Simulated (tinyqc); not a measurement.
Punch-through p+-n junction, ionisation integral and breakdown: one step of the calculation.

A p+ layer at x < 0 and an n drift layer from x = 0 to L on an n+ substrate. Depletion approximation, built-in voltage neglected. Local ionisation coefficients alpha_n = an exp(-(bn/E)^mx), alpha_p = ap exp(-(bp/E)^mx). Electrons move towards +x, holes towards x = 0.

Question. Field and ionisation coefficients on a grid. W = sqrt(2 eps0 eps_r V/(q N)), peak field E0 = q N W/(eps0 eps_r), falling linearly to 0 at W; if W > L the layer is punched through: W = L, E0 = V/L + q N L/(2 eps0 eps_r), falling linearly to E1 = V/L - q N L/(2 eps0 eps_r). Grid: 11 equal steps from 0 to fr W.

Values chosen for this exercise; material values close to those of 4H silicon carbide:
```
symbol   value   unit                                           meaning
eps_r     9.65                                    relative permittivity
an      1.69e8   1/cm  prefactor of the electron ionisation coefficient
bn      3.19e7   V/cm                      field constant for electrons
ap      3.48e8   1/cm      prefactor of the hole ionisation coefficient
bp      2.39e7   V/cm                          field constant for holes
mx           1                                                 exponent
N       1.6e16  cm^-3                  donor density of the drift layer
L          2.9     um                      thickness of the drift layer
V          474      V                                   reverse voltage
fr           1         share of the depleted width that the grid covers
```

Constants: q = 1.602176634e-19 C, eps0 = 8.8541878128e-14 F/cm where lengths are in cm. Results are converted to the units shown.

Give: W; x; E; alpha_n; alpha_p.

Answer.

W = 2.9000 um

| point | x (um) | E (kV/cm) | alpha_n (1/cm) | alpha_p (1/cm) |
|---|---|---|---|---|
| 0 | 0.0000 | 2069.5 | 34.164 | 3358.1 |
| 1 | 0.2636 | 1990.4 | 18.516 | 2122.2 |
| 2 | 0.5273 | 1911.3 | 9.5390 | 1291.1 |
| 3 | 0.7909 | 1832.2 | 4.6408 | 752.55 |
| 4 | 1.0545 | 1753.1 | 2.1157 | 417.77 |
| 5 | 1.3182 | 1674.0 | 0.89549 | 219.38 |
| 6 | 1.5818 | 1594.9 | 0.34805 | 108.07 |
| 7 | 1.8455 | 1515.8 | 0.12257 | 49.444 |
| 8 | 2.1091 | 1436.7 | 0.038480 | 20.756 |
| 9 | 2.3727 | 1357.6 | 0.010555 | 7.8749 |
| 10 | 2.6364 | 1278.5 | 0.0024669 | 2.6501 |
| 11 | 2.9000 | 1199.4 | 4.7599e-4 | 0.77252 |

Numbers from tinyqc (`OMP_NUM_THREADS=1 python tinyqc.py 2120032 2120033 out.jsonl`; about 0.1 s on one thread of a shared Intel Xeon 2.30GHz).
